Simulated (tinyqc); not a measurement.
Dose and depth of a threshold implant.

Question. A sheet of D acceptors per cm^2 lies at depth xi inside the depleted layer of a body doped Na. In the depletion approximation VT = Vfb + f2 + q D/Cox + gamma sqrt(f2 + Vsb - q D xi/(eps0 eps_r)), gamma = sqrt(2 eps0 eps_r q Na)/Cox, Cox = eps0 eox/tox. Find gamma, D and xi.

Inputs (values chosen for the exercise); band and dielectric values close to those of silicon: relative permittivity eps_r = 11.5; acceptor density deep in the body Na = 1.3e18 cm^-3; relative permittivity of the gate insulator (close to aluminium oxide) eox = 9.03; insulator thickness tox = 25 nm; flat-band voltage Vfb = -0.63 V; band bending 2 phiF at threshold f2 = 0.943 V.

Constants: q = 1.602176634e-19 C, eps0 = 8.8541878128e-14 F/cm where lengths are in cm. Results are converted to the units shown.

VT against the source at Vsb = 0 and 2.6 V (V): [2.8026812, 4.7533948]

Answer. With y^2 = f2 - q D xi/(eps0 eps_r) and d the difference of the thresholds over gamma, sqrt(y^2 + Vsb) - y = d gives y = (Vsb - d^2)/(2 d). The first threshold then gives D, and y^2 gives xi.

gamma = 2.036 V^0.5
D = 1.400e12 cm^-2
xi = 7.800 nm

Computed by the program tinyqc: `OMP_NUM_THREADS=1 python tinyqc.py 2080101 2080102 out.jsonl`, one thread of a shared Intel Xeon 2.30GHz, about 0.8 s for the whole run.
